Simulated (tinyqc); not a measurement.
Minimum-mode following (dimer method) and harmonic rate on a two-dimensional model surface: one step, computed by the program tinyqc. Command: `OMP_NUM_THREADS=1 python tinyqc.py 3016951 3016952 out.jsonl dimer walk`. One thread of a shared host (Intel(R) Xeon(R) Processor @ 2.30GHz), about 0.01 s of CPU time with the checks.

V(x, y) = -A (cos kx + cos ky) - B cos kx cos ky + (C sin ky + S sin kx)(1 - cos kx), k = 2 pi/a; the atom hops from the minimum at (0, 0) to that at (a, 0).

Problem. Harmonic rate. Vineyard prefactor nu* = nu1 nu2 (minimum)/nu2 (saddle); k = nu* exp(-E_b/(k_B T)).

Inputs (values chosen for the exercise, for a model surface): temperature T = 700 K.

Surface: adatom on a square lattice.

frequencies at the minimum (THz): 1.407722  1.407722

frequencies at the saddle (the first is imaginary) (THz): 1.480303  1.403468

barrier from the start = 0.4716980 eV

Constants: k_B = 8.617333262e-05 eV/K.

Give: prefactor nu*; rate k.

Solution.

prefactor nu* = 1.412 THz

rate k = 5.672e+08 1/s

The stable mode of the saddle is softer than either mode of the minimum, which raises the prefactor above both frequencies.
